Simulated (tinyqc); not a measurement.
Inside a calculation. Method: coupled-perturbed Hartree-Fock on RHF in the sto-6g basis, for H3+, spin multiplicity 1. Computed by tinyqc, a small Python program that keeps every step (integrals from PySCF). Settings: charge = 1, multiplicity = 1, basis = sto-6g, method = RHF, energy threshold = 1e-10, iteration cap = 86, orthogonalisation = symmetric, start = Wolfsberg-Helmholz matrix, DIIS depth = 6. Command: `OMP_NUM_THREADS=1 python tinyqc.py 22284 22285 out.jsonl` (the two numbers bound the seeds that draw the settings). One thread of a shared host (Intel(R) Xeon(R) Processor @ 2.60GHz), about 0.1 s of CPU time with the checks. The early iterations of the SCF are left out here.

## One-electron integrals

Geometry (angstrom):
```
atom       x       y       z
H     0.0000  0.0000  0.0000
H     0.0000  0.0000  1.2230
H     0.0000  1.0590  0.6110
```

Basis sto-6g: exponents (1/bohr^2) and contraction coefficients of normalised primitives:
```
element  l (shell)  exponent  coefficient
H            s (1)   35.5232       0.0092
H            s (1)    6.5131       0.0494
H            s (1)    1.8221       0.1685
H            s (1)    0.6260       0.3706
H            s (1)    0.2431       0.4165
H            s (1)    0.1001       0.1303
```

Overlap, kinetic and nuclear-attraction integrals over the contracted functions; the nuclear repulsion is the sum of Za Zb / Rab.

nuclear repulsion = 1.298155 hartree

overlap S, lower triangle:
```
        1H 1s   2H 1s   3H 1s
1H 1s  1.0000
2H 1s  0.3760  1.0000
3H 1s  0.3762  0.3759  1.0000
```

kinetic energy T (hartree), lower triangle:
```
        1H 1s   2H 1s   3H 1s
1H 1s  0.7685
2H 1s  0.0493  0.7685
3H 1s  0.0494  0.0493  0.7685
```

nuclear attraction V (hartree), lower triangle:
```
         1H 1s    2H 1s    3H 1s
1H 1s  -2.0942
2H 1s  -0.7212  -2.0940
3H 1s  -0.7216  -0.7211  -2.0942
```

core Hamiltonian H = T + V (hartree), lower triangle:
```
         1H 1s    2H 1s    3H 1s
1H 1s  -1.3257
2H 1s  -0.6719  -1.3255
3H 1s  -0.6722  -0.6718  -1.3257
```

## Two-electron integrals

Functions are numbered as in S; the eight-fold symmetry (ij|kl) = (ji|kl) = (kl|ij) leaves the list below.

Two-electron integrals (ij|kl) in chemists' order, unique and non-zero (hartree):
```
(11|11) 0.7750   (21|11) 0.2188   (21|21) 0.0856   (22|11) 0.4116
(22|21) 0.2188   (22|22) 0.7750   (31|11) 0.2189   (31|21) 0.0749
(31|22) 0.1649   (31|31) 0.0857   (32|11) 0.1648   (32|21) 0.0749
(32|22) 0.2188   (32|31) 0.0749   (32|32) 0.0856   (33|11) 0.4117
(33|21) 0.1649   (33|22) 0.4116   (33|31) 0.2189   (33|32) 0.2188
(33|33) 0.7750
```

## Orthogonalisation

S = U s U^T; symmetric (Loewdin) form X = U s^(-1/2) U^T, so that X^T S X = 1.

eigenvalues of S: 0.6238  0.6241  1.7520

X, lower triangle:
```
         1H 1s    2H 1s   3H 1s
1H 1s   1.0958
2H 1s  -0.1701   1.0957
3H 1s  -0.1703  -0.1701  1.0958
```

## Iteration 3 (converged): orbitals

converged F (hartree), lower triangle:
```
         1H 1s    2H 1s    3H 1s
1H 1s  -0.6341
2H 1s  -0.5468  -0.6339
3H 1s  -0.5470  -0.5468  -0.6340
```

Diagonalise F' = X^T F X, C = X C', fill 1 alpha and 1 beta electrons from the bottom; D = 2 C_occ C_occ^T. Each column has its largest component positive (the first on a tie).

F' = X^T F X (hartree), lower triangle:
```
         1        2        3
1  -0.4218
2  -0.2821  -0.4218
3  -0.2823  -0.2821  -0.4218
```

orbital energies (hartree): MO1 -0.9861, MO2 -0.1398, MO3 -0.1394

coefficients C:
```
          MO1      MO2      MO3
1H 1s  0.4362  -0.4087   0.9495
2H 1s  0.4361   1.0265  -0.1207
3H 1s  0.4362  -0.6176  -0.8288
```

D after iteration 3, lower triangle:
```
        1H 1s   2H 1s   3H 1s
1H 1s  0.3806
2H 1s  0.3805  0.3804
3H 1s  0.3806  0.3805  0.3805
```

## Convergence

Stop when the energy changes by less than 1e-10 hartree and every element of the error matrix X^T (F D S - S D F) X is below 3e-06.

Course of the cycle:
```
iteration  E (hartree)     change  largest element of the error matrix
1            -1.211662          -                             7.76e-05
2            -1.211662  -6.40e-09                             7.93e-06
3            -1.211662  -6.76e-11                             7.18e-11
```

PySCF RHF in the same basis = -1.211662 hartree

Converged in 3 iterations.

## Integrals over molecular orbitals

(pq|rs) = sum C_ip C_jq C_kr C_ls (ij|kl), one index at a time.

one-electron integrals over orbitals h = C^T H C (hartree), lower triangle:
```
         1        2        3
1  -1.5237
2   0.0001  -1.0477
3   0.0000   0.0000  -1.0475
```

Two-electron integrals over orbitals (pq|rs), unique and non-zero (hartree):
```
(11|11) 0.5375      (21|11) -5.04e-05   (21|21) 0.1470      (22|11) 0.5274
(22|21) 0.0977      (22|22) 0.6198      (31|11) 1.85e-05    (31|22) -0.0358
(31|31) 0.1470      (32|21) -0.0358     (32|22) -2.13e-05   (32|31) -0.0977
(32|32) 0.0815      (33|11) 0.5275      (33|21) -0.0977     (33|22) 0.4566
(33|31) 0.0358      (33|32) 2.13e-05    (33|33) 0.6198
```

## Response to a field: uncoupled start

dipole integrals <a|z|i> (bohr):
```
         i1
a2   0.8597
a3  -0.6404
```

Field along z; U_ai = -mu_ai / (e_a - e_i), alpha = -4 sum U_ai mu_ai.

uncoupled U:
```
         i1
a2  -1.0157
a3   0.7564
```

uncoupled polarisability = 5.4303 bohr^3

## Coupled step 1

U_ai = -(mu_ai + sum_bj [4 (ai|bj) - (ab|ij) - (aj|bi)] U_bj) / (e_a - e_i); alpha = -4 sum U_ai mu_ai.

U after step 1:
```
         i1
a2  -1.1195
a3   0.8337
```

polarisability = 5.9855 bohr^3

## Coupled step 2

As before.

U after step 2:
```
         i1
a2  -1.1302
a3   0.8416
```

polarisability = 6.0423 bohr^3

## Coupled polarisability

Repeat until U stops changing; compare with -d2E/dF2.

Course of the coupled iterations:
```
step  alpha (bohr^3)
0             5.4303
1             5.9855
2             6.0423
3             6.0481
4             6.0487
5             6.0488
6             6.0488
7             6.0488
8             6.0488
9             6.0488
```

coupled polarisability = 6.0488 bohr^3

finite-field check, fields of +/-0.001 au = 6.0488 bohr^3
